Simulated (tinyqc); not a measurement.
What an interlayer buys: scattering of inversion-layer electrons by surface optical phonons of the gate insulator (remote phonon scattering). Computed by tinyqc, a small Python program. Command: `OMP_NUM_THREADS=1 python tinyqc.py 3112216 3112217 out.jsonl sophonon walk`. One thread of a shared host (Intel(R) Xeon(R) Processor @ 2.30GHz), about 0.02 s of CPU time with the checks.

One subband with the Fang-Howard envelope; insulator and channel are half-spaces, the gate is far away, and an interlayer only moves the polar surface away by t (its own modes and its permittivity contrast are left out).

Inputs (values chosen for the exercise, modelled on Al2O3 on In0.53Ga0.47As):
```
quantity                                   value        unit
static constant of the insulator eps_0s     12.6           -
intermediate constant eps_i                 7.15           -
optical constant eps_inf                    3.17           -
hbar omega_TO1                              47.5         meV
hbar omega_TO2                              72.5         meV
constant of the channel eps_s               13.9           -
in-plane mass m                           0.0433         m_0
valleys g_v                                    1           -
sheet density n                          2.4e+12      1/cm^2
mean distance of the electrons z0 = 3/b        4          nm
interlayer thickness t                         0          nm
temperature T                                300           K
mobility from other processes               2160  cm^2/(V s)
```

Screening by the channel electrons: static.

Constants: k_B = 8.617333262e-05 eV/K; hbar^2/(2 m_0) = 3.80998212 eV angstrom^2; e^2/(4 pi eps_0) = 14.39964548 eV angstrom; hbar = 6.582119569e-16 eV s; e = 1.602176634e-19 C; m_0 = 9.1093837015e-31 kg.

Method:
- eps(w) = eps_inf + (eps_0s - eps_i) w1^2/(w1^2 - w^2) + (eps_i - eps_inf) w2^2/(w2^2 - w^2). Surface modes solve eps(w) + eps_s = 0, a quadratic in w^2; the strength of a mode is g = 2/(w d eps/dw).
- Occupation N = 1/(exp(hbar w/(k_B T)) - 1).
- Density of states D = g_v m/(pi hbar^2); eta = E_F/(k_B T) = ln(exp(n/(D k_B T)) - 1); screening wave number q_s = e^2 D/(2 eps_0 eps_avg) x 1/(1 + exp(-eta)), eps_avg = (eps_s + eps_inf)/2; b = 3/z0.
- For a mode of strength g, without the occupation factor, Area x |M(q)|^2 = e^2 hbar w g/(2 eps_0 q) x (b/(b + q))^6 exp(-2 q t) / (1 + (q_s/q) H(q))^2, H = (1 + 9 x/8 + 3 x^2/8)/(1 + x)^3, x = q/b.
- Approximate momentum relaxation rate, taking tau v alike in the initial and final states: 1/tau = (m/(2 pi hbar^3)) sum over modes and over absorption (N, E' = E + hbar w) and emission (N + 1, E' = E - hbar w > 0) of [(1 - f(E'))/(1 - f(E))] int_0^(2 pi) Area |M(q)|^2 (1 - cos theta) d theta, q^2 = k^2 + k'^2 - 2 k k' cos theta, f the Fermi function; 48 midpoints in theta from 0 to pi.
- mu = (e/m) int tau E f (1 - f) dE/(k_B T int f dE), by 300 midpoints from 0 to (max(eta, 0) + 14) k_B T; Matthiessen sum with the other processes.

hbar omega_SO (meV): 1 52.3511, 2 81.9620

strengths g: 1 0.0065491, 2 0.0142974

occupations N: 1 0.152060, 2 0.043826

b = 0.75 1/nm

q_s = 0.190609 1/nm

eta = 5.12662

Against the interlayer thickness:
```
t (nm)  remote-phonon mobility (cm^2/(V s))  total (cm^2/(V s))
0.0                              2.3006e+05              2139.9
0.3                              3.0764e+05              2144.9
0.6                              4.0598e+05              2148.6
1.0                              5.7590e+05              2151.9
1.5                              8.6439e+05              2154.6
2.0                              1.2571e+06              2156.3
3.0                              2.4526e+06              2158.1
```

What follows from these numbers?

1 nm of interlayer raises the remote-phonon mobility by a factor 2.50, as exp(2 q t) with an effective q of 0.46 per nm; between 2 and 3 nm the effective q is 0.33. The total goes from 2140 to 2150 over the first nanometre. Caution: E_F is high enough for upper subbands or non-parabolicity, left out here, to matter.

Extremes, crossings and ranges named in words are read from the listed rows.
